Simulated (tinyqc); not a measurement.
Worked calculation: Hubbard ring of 3 sites. Computed by tinyqc, a small Python program that keeps every step. Settings: hopping = 1.64, U = 7.2, mixing = 0.5, iteration cap = 76. Command: `OMP_NUM_THREADS=1 python tinyqc.py 29045 29046 out.jsonl` (the two numbers bound the seeds that draw the settings). One thread of a shared host (Intel(R) Xeon(R) Processor @ 2.60GHz), about 0.1 s of CPU time with the checks. Later iterations appear only in the table of the cycle.

## Mean-field iteration 1

one-body matrix (hopping and site energies) (eV):
```
,1,2,3
1,0.000000,-1.640000,-1.640000
2,-1.640000,0.000000,-1.640000
3,-1.640000,-1.640000,0.000000
```

U = 7.200000 eV

electrons, up and down: 2  1

mixing = 0.500000

n(up) at the start (a guess, not normalised): 1 1.000000, 2 0.217000, 3 1.000000

n(down) at the start (a guess): 1 0.000000, 2 0.783000, 3 0.000000

H(up) = T + U n(down), H(down) = T + U n(up); fill the lowest levels; n(new) = n + mixing (n(out) - n); E = tr T (rho up + rho down) + U sum n_up n_down of the output.

levels, up (eV): -2.316297  1.640000  6.313897

levels, down (eV): 0.499436  6.622964  8.840000

energy = -1.492526 eV

n(up) after iteration 1: 1 0.980409, 2 0.147682, 3 0.980409

n(down) after iteration 1: 1 0.043397, 2 0.804707, 3 0.043397

## Mean-field iteration 2

As before.

levels, up (eV): -2.016286  1.952456  6.482630

levels, down (eV): 0.059605  6.422650  8.698945

energy = -1.501258 eV

n(up) after iteration 2: 1 0.969945, 2 0.114360, 3 0.969945

n(down) after iteration 2: 1 0.061133, 2 0.823483, 3 0.061133

## Convergence

Each step fills the lowest levels of T + U n(other spin) and sets n(new) = n + mixing (n(out) - n); stop when output and input agree to 1e-8.

Course of the cycle:
```
iteration,E (eV),largest |n(out) - n(in)|,mean |n_up - n_down|
1,-1.49252576,1.39e-01,0.832033
2,-1.50125806,6.66e-02,0.840814
3,-1.50292612,3.35e-02,0.845364
4,-1.50339620,1.74e-02,0.847988
5,-1.50356201,9.72e-03,0.849571
6,-1.50362590,5.85e-03,0.850548
7,-1.50365126,3.51e-03,0.851157
8,-1.50366143,2.11e-03,0.851541
9,-1.50366551,1.28e-03,0.851783
10,-1.50366716,7.79e-04,0.851935
11,-1.50366782,4.77e-04,0.852032
...,...,...,...
25,-1.50366826,7.05e-07,0.852200
26,-1.50366826,4.47e-07,0.852200
27,-1.50366826,2.83e-07,0.852200
28,-1.50366826,1.80e-07,0.852200
29,-1.50366826,1.14e-07,0.852200
30,-1.50366826,7.22e-08,0.852200
31,-1.50366826,4.58e-08,0.852200
32,-1.50366826,2.90e-08,0.852200
33,-1.50366826,1.84e-08,0.852200
34,-1.50366826,1.17e-08,0.852200
35,-1.50366826,7.41e-09,0.852200
```

local moments n_up - n_down: 1 0.889150, 2 -0.778300, 3 0.889150

Converged in 35 iterations. Before convergence this energy mixes input and output and is not variational, so it may rise towards its limit.

## The many-body Hamiltonian

Basis: all placements (u, d, 2, 0 on each site), up operators ordered before down ones; hops carry the sign of the same-spin electrons passed.

H (eV):
```
,2u0,u20,uud,20u,udu,u02,duu,02u,0u2
2u0,7.200000,-1.640000,-1.640000,-1.640000,0.000000,0.000000,1.640000,0.000000,0.000000
u20,-1.640000,7.200000,-1.640000,0.000000,-1.640000,0.000000,0.000000,1.640000,0.000000
uud,-1.640000,-1.640000,0.000000,0.000000,0.000000,-1.640000,0.000000,0.000000,1.640000
20u,-1.640000,0.000000,0.000000,7.200000,-1.640000,-1.640000,-1.640000,0.000000,0.000000
udu,0.000000,-1.640000,0.000000,-1.640000,0.000000,-1.640000,0.000000,-1.640000,0.000000
u02,0.000000,0.000000,-1.640000,-1.640000,-1.640000,7.200000,0.000000,0.000000,-1.640000
duu,1.640000,0.000000,0.000000,-1.640000,0.000000,0.000000,0.000000,-1.640000,-1.640000
02u,0.000000,1.640000,0.000000,0.000000,-1.640000,0.000000,-1.640000,7.200000,-1.640000
0u2,0.000000,0.000000,1.640000,0.000000,0.000000,-1.640000,-1.640000,-1.640000,7.200000
```

## Exact diagonalisation (9 states)

Lowest levels of the sector, and the double occupancy of the lowest state.

lowest levels (eV): -1.951411  -1.951411  0.000000  5.473809  5.473809  7.200000

double occupancy per site = 0.068511

The mean-field solution above lies 0.4477 eV above the exact energy.

## The lowest level by Lanczos steps

From a random start vector (not printed): a_j = <q_j|H|q_j>, b_j = norm of the remainder after orthogonalising; the Ritz value is the lowest eigenvalue of the tridiagonal matrix of a and b so far.

Lanczos:
```
j,a_j (eV),b_j (eV),lowest Ritz value (eV)
1,3.999062,5.230748,3.99906237
2,4.568455,3.151598,-0.95473128
3,5.742156,2.702749,-1.63463075
4,1.581921,2.215006,-1.88320684
5,5.708405,0,-1.95141054
```
